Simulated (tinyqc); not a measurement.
UHF in the sto-3g basis, for H4, spin multiplicity 3, step by step. One step of it, computed by the program tinyqc.

Question. Iteration 4: building the Fock matrix. J_ij = sum D_kl (ij|kl) with D = D(alpha) + D(beta), K_ij = sum D_kl (ik|jl) for each spin; F = H + J - K(s); E = tr D H + tr D J / 2 - 0.5 sum_s tr D(s) K(s) + E_nn.

D(alpha) after iteration 3, lower triangle:
```
           1H 1s      2H 1s     3H 1s     4H 1s
1H 1s   0.903187
2H 1s   0.278760   0.691201
3H 1s  -0.173604  -0.474863  0.897221
4H 1s  -0.502436   0.073195  0.313745  0.613479
```

D(beta) after iteration 3, lower triangle:
```
          1H 1s     2H 1s     3H 1s     4H 1s
1H 1s  0.092493
2H 1s  0.117366  0.148928
3H 1s  0.089269  0.113276  0.086158
4H 1s  0.141182  0.179149  0.136262  0.215503
```

core Hamiltonian H = T + V (hartree), lower triangle:
```
           1H 1s      2H 1s      3H 1s      4H 1s
1H 1s  -1.594162
2H 1s  -0.496326  -1.594162
3H 1s  -0.966028  -0.330545  -1.594162
4H 1s  -0.330545  -0.966028  -0.496326  -1.594162
```

Two-electron integrals (ij|kl) in chemists' order, unique and non-zero (hartree):
```
(11|11) 0.774606   (21|11) 0.127848   (21|21) 0.032756   (22|11) 0.337083
(22|21) 0.127848   (22|22) 0.774606   (31|11) 0.296561   (31|21) 0.053718
(31|22) 0.152592   (31|31) 0.146603   (32|11) 0.068743   (32|21) 0.018267
(32|22) 0.073381   (32|31) 0.035113   (32|32) 0.012016   (33|11) 0.469016
(33|21) 0.092959   (33|22) 0.283765   (33|31) 0.296561   (33|32) 0.073381
(33|33) 0.774606   (41|11) 0.073381   (41|21) 0.018267   (41|22) 0.068743
(41|31) 0.035113   (41|32) 0.011829   (41|33) 0.068743   (41|41) 0.012016
(42|11) 0.152592   (42|21) 0.053718   (42|22) 0.296561   (42|31) 0.075475
(42|32) 0.035113   (42|33) 0.152592   (42|41) 0.035113   (42|42) 0.146603
(43|11) 0.092959   (43|21) 0.024048   (43|22) 0.092959   (43|31) 0.053718
(43|32) 0.018267   (43|33) 0.127848   (43|41) 0.018267   (43|42) 0.053718
(43|43) 0.032756   (44|11) 0.283765   (44|21) 0.092959   (44|22) 0.469016
(44|31) 0.152592   (44|32) 0.068743   (44|33) 0.337083   (44|41) 0.073381
(44|42) 0.296561   (44|43) 0.127848   (44|44) 0.774606
```

nuclear repulsion = 2.28625748 hartree

Give: Coulomb J; exchange K(alpha); exchange K(beta); F(alpha); F(beta); total energy of this density.

Answer.

Coulomb J (hartree), lower triangle:
```
       1H 1s  2H 1s  3H 1s  4H 1s
1H 1s  1.860
2H 1s  0.442  1.860
3H 1s  0.895  0.285  1.860
4H 1s  0.285  0.898  0.443  1.860
```

exchange K(alpha) (hartree), lower triangle:
```
       1H 1s  2H 1s  3H 1s  4H 1s
1H 1s  0.729
2H 1s  0.208  0.672
3H 1s  0.401  0.096  0.732
4H 1s  0.089  0.406  0.210  0.629
```

exchange K(beta) (hartree), lower triangle:
```
       1H 1s  2H 1s  3H 1s  4H 1s
1H 1s  0.224
2H 1s  0.173  0.332
3H 1s  0.185  0.159  0.224
4H 1s  0.166  0.288  0.184  0.378
```

F(alpha) (hartree), lower triangle:
```
        1H 1s   2H 1s   3H 1s   4H 1s
1H 1s  -0.463
2H 1s  -0.262  -0.406
3H 1s  -0.472  -0.142  -0.466
4H 1s  -0.135  -0.474  -0.264  -0.363
```

F(beta) (hartree), lower triangle:
```
        1H 1s   2H 1s   3H 1s   4H 1s
1H 1s   0.042
2H 1s  -0.227  -0.066
3H 1s  -0.256  -0.205   0.042
4H 1s  -0.212  -0.356  -0.238  -0.112
```

total energy of this density = -1.82065 hartree
